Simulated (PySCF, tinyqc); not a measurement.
Inside a calculation. Method: RHF in the sto-3g basis, for BeH+, spin multiplicity 1. The lowest restricted solution is unstable here: a spin-polarised one lies 0.0244 hartree lower (PySCF). One step of it, computed by the program tinyqc.

Task: Orthogonalisation. S = U s U^T; symmetric (Loewdin) form X = U s^(-1/2) U^T, so that X^T S X = 1.

overlap S, order 1Be 1s, 1Be 2s, 1Be 2px, 1Be 2py, 1Be 2pz, 2H 1s:
```
[[1.000000, 0.259517, 0.000000, 0.000000, 0.000000, 0.014958],
 [0.259517, 1.000000, 0.000000, 0.000000, 0.000000, 0.224510],
 [0.000000, 0.000000, 1.000000, 0.000000, 0.000000, 0.000000],
 [0.000000, 0.000000, 0.000000, 1.000000, 0.000000, 0.000000],
 [0.000000, 0.000000, 0.000000, 0.000000, 1.000000, 0.303056],
 [0.014958, 0.224510, 0.000000, 0.000000, 0.303056, 1.000000]]
```

Give: eigenvalues of S; X.

Result:

eigenvalues of S: [0.5889, 0.8051, 1.0000, 1.0000, 1.1823, 1.4236]

X, order 1Be 1s, 1Be 2s, 1Be 2px, 1Be 2py, 1Be 2pz, 2H 1s:
```
[[1.0272, -0.1391, 0.0000, 0.0000, -0.0046, 0.0171],
 [-0.1391, 1.0493, 0.0000, 0.0000, 0.0296, -0.1276],
 [0.0000, 0.0000, 1.0000, 0.0000, 0.0000, 0.0000],
 [0.0000, 0.0000, 0.0000, 1.0000, 0.0000, 0.0000],
 [-0.0046, 0.0296, 0.0000, 0.0000, 1.0385, -0.1669],
 [0.0171, -0.1276, 0.0000, 0.0000, -0.1669, 1.0603]]
```
